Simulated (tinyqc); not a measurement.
Worked calculation: charge neutrality of a doped semiconductor with incomplete ionisation. Computed by tinyqc, a small Python program that keeps every step. Command: `OMP_NUM_THREADS=1 python tinyqc.py 3009737 3009738 out.jsonl dopant walk`. One thread of a shared host (Intel(R) Xeon(R) Processor @ 2.30GHz), about 0.03 s of CPU time with the checks. Intermediate numbers are printed to about 6 digits and carried at full precision; extremes and crossings named in words are read from the listed rows.

Energies are counted from the top of the valence band; E_D is measured down from the conduction band and E_A up from the valence band.

Inputs (values chosen for the exercise, modelled on 4H-SiC):
```
quantity                 value   unit
gap at 0 K E_g0           3.24     eV
Varshni alpha         0.000332   eV/K
Varshni beta               715      K
electron mass m_e        0.382    m_0
valleys M_c                  3      -
hole mass m_h             1.97    m_0
donor density N_D      9.9e+15  cm^-3
acceptor density N_A         0  cm^-3
donor depth E_D         0.0613     eV
donor degeneracy g_D         2      -
temperature T              250      K
iteration cap               60      -
```

Doping: n-type. Statistics of the bands: Fermi-Dirac. Solver: bisection. Start of Newton steps: intrinsic level E_i.

ratios u of density to N: 0.019  0.056  0.16  0.46  1.3  3.8  11

Constants: m_0 = 9.1093837015e-31 kg; k_B = 1.380649e-23 J/K; h = 6.62607015e-34 J s; k_B = 8.617333262e-05 eV/K.

## Gap and effective densities of states

E_g = E_g0 - alpha T^2/(T + beta). N_c = 2 M_c (2 pi m_e k_B T/h^2)^(3/2) and N_v = 2 (2 pi m_h k_B T/h^2)^(3/2), masses in units of m_0. n_i = sqrt(N_c N_v) exp(-E_g/(2 k_B T)); E_i = E_g/2 + (k_B T/2) ln(N_v/N_c).

gap E_g = 3.21850 eV

N_c = 1.35212e+19 cm^-3

N_v = 5.27837e+19 cm^-3

k_B T = 0.0215433 eV

intrinsic density n_i = 9.67680e-14 cm^-3

intrinsic level E_i = 1.62392 eV

## Charges at trial Fermi levels

n = N_c F_1/2((E_F - E_g)/k_B T), p = N_v F_1/2(-E_F/k_B T). F_1/2(eta) = (2/sqrt(pi)) int_0^infinity sqrt(x)/(1 + exp(x - eta)) dx, by the trapezoid rule in t = sqrt(x) with step 0.02 up to t = 12 (for eta < -12 by exp(eta) - exp(2 eta)/2^(3/2)). N_D+ = N_D/(1 + g_D exp((E_F - E_g + E_D)/k_B T)). Neutrality: p + N_D+ = n + N_A-; the log ratio is ln[(p + N_D+)/(n + N_A-)]. The last column is ln[(p + N_D+)/(n + N_A-)], which vanishes at neutrality; trial levels are the majority level plus multiples of k_B T, rounded to 0.1 meV.

Densities (cm^-3):
```
E_F (eV)            n            p         N_D+  N_A-  log ratio
3.0279    1.94410e+15  4.81639e-42  9.85125e+15     0     1.6228
3.0926    3.91374e+16  2.39016e-43  9.00225e+15     0    -1.4696
3.1357    2.87495e+17  3.23273e-44  5.69840e+15     0    -3.9210
3.1787    2.02218e+18  4.39266e-45  1.54055e+15     0    -7.1798
3.2218    1.16609e+19  5.94114e-46  2.40759e+14     0   -10.7880
```

The log ratio changes sign between 3.0279 and 3.0926 eV.

## Solving for the Fermi level

Bisection of the log ratio between E = -0.3 and E_g + 0.3 eV; stop when |log ratio| < 1e-9.

Course of the iteration:
```
step  E_F (eV)     log ratio
1      1.60925   6.74787e+01
2      2.56387   2.31669e+01
3      3.04119   1.00197e+00
4      3.27984  -1.50444e+01
5      3.16051  -5.70839e+00
6      3.10085  -1.89348e+00
7      3.07102  -4.09326e-01
8      3.05610   3.00665e-01
9      3.06356  -5.28592e-02
...        ...           ...
28     3.06245  -2.81938e-07
29     3.06245   5.60545e-08
30     3.06245  -1.12942e-07
31     3.06245  -2.84438e-08
32     3.06245   1.38053e-08
33     3.06245  -7.31922e-09
34     3.06245   3.24314e-09
35     3.06245  -2.03802e-09
36     3.06245   6.02600e-10
```

Fermi level E_F (last iterate) = 3.06245 eV

converged (1 yes, 0 no) = 1

steps = 36

Converged in 36 steps.

## Densities at the solution

The formulas are those given above.

majority density n = 9.66230e+15 cm^-3

minority density p = 9.68888e-43 cm^-3

ionised share of the donors = 0.975989

distance of E_F from the majority band edge = 0.156050 eV

n is 97.6 % of the net doping; n p / n_i^2 = 0.9997.

## The closed form for the extrinsic range

With Boltzmann statistics, no holes and every acceptor ionised, n (n + N_A) = n1 (N_D - N_A - n) with n1 = (N_c/g_D) exp(-E_D/k_B T). Take the positive root.

n1 = 3.92855e+17 cm^-3

n from the quadratic = 9.66235e+15 cm^-3

Against the full solution, 9.6623e15 cm^-3, the quadratic is off by 5.9e-4 %.

## Carrier density against temperature

Neutrality is solved by bisection at each T. The last column is -k_B d ln(n T^-3/4)/d(1/T) from this row and the one above; it turns negative as ionisation nears completion, when the density grows more slowly than that power of T.

Against temperature:
```
T (K)    n (cm^-3)  E_F from the band edge (eV)  ionised share  activation energy (eV)
25     3.04819e+10                     0.035453    3.07898e-06                       -
32     8.24209e+11                     0.037308    8.32535e-05               0.0306496
44     2.16673e+13                     0.040715    2.18861e-03               0.0306393
65     3.88054e+14                     0.047263    3.91974e-02               0.0304278
100    3.08069e+15                     0.060426    3.11180e-01               0.0279851
160    8.23034e+15                     0.092851    8.31348e-01               0.0144811
240    9.61807e+15                     0.148636    9.71522e-01              -0.0061335
300    9.78460e+15                     0.194006    9.88343e-01              -0.0155310
360    9.84020e+15                     0.241117    9.93960e-01              -0.0203313
600    9.88727e+15                     0.441237    9.98714e-01              -0.0293431
```

Between the two coldest rows the activation energy is 0.0306 eV, 0.50 of the dopant depth: without compensation E_F sits halfway between level and band, so half the depth shows. The density is within 10 % of the net doping from 240 K to 600 K.

## Reduced Fermi level from a carrier density

For u = density/N of the majority band, eta solves F_1/2(eta) = u (bisection). Boltzmann: ln u. Joyce-Dixon: ln u + u/sqrt(8) - 4.95009e-3 u^2 + 1.48386e-4 u^3 - 4.42563e-6 u^4. Degenerate limit: (3 sqrt(pi) u/4)^(2/3). The last column is (eta - ln u) k_B T.

Eta by four rules:
```
u      density (cm^-3)     exact  Boltzmann  Joyce-Dixon  degenerate  Boltzmann error (meV)
0.019      2.56904e+17  -3.95660   -3.96332     -3.95660     0.08608            1.44679e-01
0.056      7.57189e+17  -2.86262   -2.88240     -2.86262     0.17696            4.26202e-01
0.16       2.16340e+18  -1.77614   -1.83258     -1.77614     0.35632            1.21596e+00
0.46       6.21977e+18  -0.61493   -0.77653     -0.61493     0.72044            3.48143e+00
1.3        1.75776e+19   0.71393    0.26236      0.71393     1.44008            9.72827e+00
3.8        5.13807e+19   2.61432    1.33500      2.61424     2.94406            2.75608e+01
11         1.48734e+20   5.83503    2.39790      5.82073     5.97979            7.40474e+01
```

Boltzmann statistics place E_F within 1 meV of the exact value up to u = 0.0560 of those listed and miss by 74.0 meV at u = 11. Joyce-Dixon stays within 0.01 in eta up to u = 3.80; the degenerate limit is still 2.5 % high at the last u. A parabolic band is assumed throughout.

Checks made by the program: neutrality at the solution (relative difference 1e-09).
